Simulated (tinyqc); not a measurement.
Thin-body transistor below threshold, two-dimensional Poisson equation on a small mesh: one step of the calculation.

A thin body on a thick buried insulator of low permittivity, taken as carrying no normal field at the bottom of the body (row 0). Mobile charge is neglected (subthreshold), the body is fully depleted, and potentials are counted from the intrinsic level; rows run upward to the gate, columns from source to drain.

Problem. Barrier, swing and barrier lowering. The barrier is read along row 0, the path farthest from the gate. Take the node j of lowest psi: barrier Vbi - psi_j; swing Vt ln 10/(d psi_j/dVg); DIBL = (d psi_j/dVd)/(d psi_j/dVg). The derivatives solve the same equations with s = 0 and a unit change of that voltage.

Inputs (values chosen for the exercise):
```
symbol  value  unit                  meaning
T         300     K              temperature
Vbi      0.51     V  potential of the source
```

Constants: q = 1.602176634e-19 C, kB = 1.380649e-23 J/K, Vt = kB T/q. Results are converted to the units shown.

converged psi (V):
```
             j=0        j=1        j=2        j=3        j=4        j=5        j=6
row 0  0.5100000  0.2602216  0.1637479  0.1555693  0.2294230  0.4595413  1.0100000
row 1  0.5100000  0.2506732  0.1582486  0.1504600  0.2196903  0.4395893  1.0100000
row 2  0.5100000  0.2203342  0.1422063  0.1357567  0.1911891  0.3759749  1.0100000
row 3  0.2950000  0.1556219  0.1132844  0.1097514  0.1395409  0.2395370  0.5450000
row 4  0.0800000  0.0800000  0.0800000  0.0800000  0.0800000  0.0800000  0.0800000
```

d psi/dVg on row 0: j=0 0.00000000, j=1 0.58840965, j=2 0.82855079, j=3 0.88886867, j=4 0.82855079, j=5 0.58840965, j=6 0.00000000
d psi/dVd on row 0: j=0 0.0000000, j=1 0.0064755, j=2 0.0200495, j=3 0.0555657, j=4 0.1513997, j=5 0.4051149, j=6 1.0000000

Find: j; barrier; swing; DIBL.

Solution.

j = 3
barrier = 0.35443 V
swing = 66.969 mV/decade
DIBL = 62.513 mV/V

tinyqc, about 0.1 s, one thread, Intel Xeon 2.30GHz (shared host): `OMP_NUM_THREADS=1 python tinyqc.py 2480035 2480036 out.jsonl`
